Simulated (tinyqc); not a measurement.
FinFET, parasitic resistance, capacitance and delay: what each parasitic element costs.

Nf fins under one contact; each has gated perimeter p = 2 Hf + Wf and cross-section A = Hf Wf; contact width Wc = Nf pf, stack height Hs = Hf. Contact length Lc = CPP - Lg - 2 Lsp, shared by two neighbouring gates. Source and drain sides are equal. The formulas are first-order estimates, not field solutions.

Epitaxy sheet resistance Rsh = re/te, transfer length LT = sqrt(rc/Rsh), contact Rc = [sqrt(rc Rsh)/Wc] coth(Lc/(2 LT)); extension of one fin Rx = rx Lsp/A. With N fins: gate Cg = Cinv p N Lg; per side, plate Cp = ks eps0 [Wc (Hs + Hc) - N A]/Lsp, top fringe Cf = (2/pi) ks eps0 Wc ln(1 + Lg/(2 Lsp)), overlap Co = Cinv p N Lov. One fin: I = p Q vx u/(1 + |u|^1.8)^(1/1.8), Q = Cinv n Vt ln(1 + exp((Vg' - VT + dl Vd')/(n Vt))), u = Vd' mu/(vx Lg), Vg' = Vgs - v, Vd' = Vds - 2 v, with the drop on each side v = Rc (sum of I) + Rx I. Ieff = [I(Vgs = Vdd, Vds = Vdd/2) + I(Vdd/2, Vdd)]/2, total currents. With Cs = Cp + Cf + Co, the load of an inverter of two such devices driving an equal one is CL = 2 (Cg + 2 Cs) + 4 Cs + Cw (own drains counted twice for the Miller effect); delay CL Vdd/(2 Ieff). Each row removes one element and keeps the rest.

Values chosen for this exercise; values close to those of silicon logic devices:
```
symbol,value,unit,meaning
T,300,K,temperature
Nf,2,,number of fins
Hf,60,nm,fin height
Wf,8,nm,fin width
pf,24,nm,fin pitch
CPP,42,nm,contacted gate pitch
Lg,20,nm,gate length
Lsp,6,nm,spacer length
ks,5.5,,relative permittivity of the spacer
Hc,20,nm,gate height above the channel stack
rc,1.2e-9,ohm cm^2,contact resistivity
re,0.00045,ohm cm,resistivity of the source-drain epitaxy
te,30,nm,current-carrying depth of the epitaxy
rx,0.0013,ohm cm,resistivity of the extension
Lov,2,nm,gate overlap
Cinv,2.2,uF/cm^2,inversion capacitance
vx,1.1e7,cm/s,injection velocity
mu,150,cm^2/(V s),apparent mobility
VT,0.28,V,threshold at zero drain voltage
dl,0.035,V/V,barrier lowering
n,1.11,,subthreshold factor
Cw,0.4,fF,wire load
Vdd,0.8,V,supply voltage
```

Constants: q = 1.602176634e-19 C, kB = 1.380649e-23 J/K, eps0 = 8.8541878128e-12 F/m, Vt = kB T/q. Results are converted to the units shown.

One element removed at a time:
```
,Ieff (uA),CL (aF),delay (ps)
as given,127.6,914.1,2.865
no contact resistance,184.7,914.1,1.979
no extension resistance,135.1,914.1,2.707
air spacer (ks = 1),127.6,751.5,2.356
no overlap,127.6,824.0,2.583
no wire,127.6,514.1,1.611
```

What does the table show?

Gains in delay, largest first: no wire 44 %, no contact resistance 31 %, air spacer (ks = 1) 18 %, no overlap 9.9 %, no extension resistance 5.5 %.

tinyqc, about 0.03 s, one thread, Intel Xeon 2.30GHz (shared host): `OMP_NUM_THREADS=1 python tinyqc.py 2170077 2170078 out.jsonl`
